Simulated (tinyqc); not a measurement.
Sublattice potential against complex hopping: Haldane model. Computed by the program tinyqc. H_AA = delta - 2 t2 sum cos(k.b + phi), H_BB = -delta - 2 t2 sum cos(k.b - phi), H_AB = -t1 (1 + exp(-i k.a1) + exp(-i k.a2)), b = a1, a2 - a1, -a2, m = 3 sqrt3 t2 sin(phi); the sign of the Chern number follows the orientation k1 then k2.

Honeycomb lattice:
```
parameter      value
t1 (eV)     2.730000
t2 (eV)     0.190000
phi (rad)  -2.260000
```

Gaps at the two valleys (eV) and Chern number of the lower band (12 x 12 mesh):
```
delta    gap 2|delta - m|  gap 2|delta + m|  Chern number
-1.3710            1.2181            4.2659             0
-0.9900            0.4561            3.5039             0
-0.4570            0.6099            2.4379             1
0.0000             1.5239            1.5239             1
0.3050             2.1339            0.9139             1
0.5710             2.6659            0.3819             1
0.9520             3.4279            0.3801             0
1.5240             4.5719            1.5241             0
```

What does the comparison show, and why?

Here |m| = 0.7619 eV. For |delta| < |m| the two valleys have masses of opposite sign and the Chern number is +/-1; one gap closes at |delta| = |m|, and beyond it the band is trivial.
